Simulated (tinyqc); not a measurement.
Inside a calculation. Method: MP2 on RHF in the sto-3g basis, for H4, spin multiplicity 1. One step of it, computed by the program tinyqc.

Question. Second-order Moller-Plesset energy. E2 = sum_ijab (ia|jb) [2 (ia|jb) - (ib|ja)] / (e_i + e_j - e_a - e_b) over occupied i, j and virtual a, b; the opposite-spin part is (ia|jb)^2 / denominator, the rest is same-spin, and SCS-MP2 scales them by 6/5 and 1/3.

orbital energies (hartree): MO1 -0.590960, MO2 -0.440786, MO3 0.369326, MO4 0.768888

Two-electron integrals over orbitals (pq|rs), unique and non-zero (hartree):
```
p,q,r,s,(pq|rs)
1,1,1,1,0.459859
2,1,2,1,0.188013
2,2,1,1,0.438140
2,2,2,2,0.448605
3,1,1,1,-0.055621
3,1,2,2,0.001219
3,1,3,1,0.107316
3,2,2,1,0.077684
3,2,3,2,0.110523
3,3,1,1,0.439399
3,3,2,2,0.439195
3,3,3,1,-0.010784
3,3,3,3,0.457713
4,1,2,1,0.027668
4,1,3,2,-0.070535
4,1,4,1,0.090345
4,2,1,1,0.063909
4,2,2,2,0.013702
4,2,3,1,-0.102733
4,2,3,3,0.011327
4,2,4,2,0.108425
4,3,2,1,-0.180922
4,3,3,2,-0.079263
4,3,4,1,-0.025197
4,3,4,3,0.193215
4,4,1,1,0.480958
4,4,2,2,0.460472
4,4,3,1,-0.060273
4,4,3,3,0.472992
4,4,4,2,0.070749
4,4,4,4,0.529063
```

Hartree-Fock energy = -2.15354692 hartree

Give: Terms; Pair energies; MP2 correlation energy; SCS-MP2 correlation energy; MP2 total energy.

Answer.

Terms:
```
i,j,a,b,(ia|jb),(ib|ja),denominator,term
2,2,3,3,0.1105,0.1105,-1.6202,-0.0075
1,2,3,4,-0.1027,-0.0705,-2.1700,-0.0064
2,1,4,3,-0.1027,-0.0705,-2.1700,-0.0064
1,1,3,3,0.1073,0.1073,-1.9206,-0.0060
2,2,4,4,0.1084,0.1084,-2.4193,-0.0049
1,1,4,4,0.0903,0.0903,-2.7197,-0.0030
1,2,4,3,-0.0705,-0.1027,-2.1700,-0.0012
2,1,3,4,-0.0705,-0.1027,-2.1700,-0.0012
```

Pair energies (hartree; pair i-j sums ij and ji):
```
pair,opposite spin,same spin
1-1,-0.0090,0.0000
2-1,-0.0143,-0.0010
2-2,-0.0124,0.0000
```

MP2 correlation energy = -0.036664 hartree

SCS-MP2 correlation energy = -0.043169 hartree

MP2 total energy = -2.190211 hartree
